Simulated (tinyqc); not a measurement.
From results to parameters: Hueckel model of a polar double bond. Computed by the program tinyqc.

Problem. A C=X pi bond in Hueckel theory has H_XX = alpha + h beta, H_CC = alpha and H_CX = k beta, with two electrons. Find h, k, the charge on carbon and the bond order.

x values of the two levels (E = alpha + x beta): 1.276738  -0.896738

Solution. The sum of the x values is h and their product is -k^2; the charge on carbon is h/sqrt(h^2 + 4k^2) and the bond order 2k/sqrt(h^2 + 4k^2).

h, k: 0.3800  1.0700
charge on carbon, bond order: 0.175  0.985
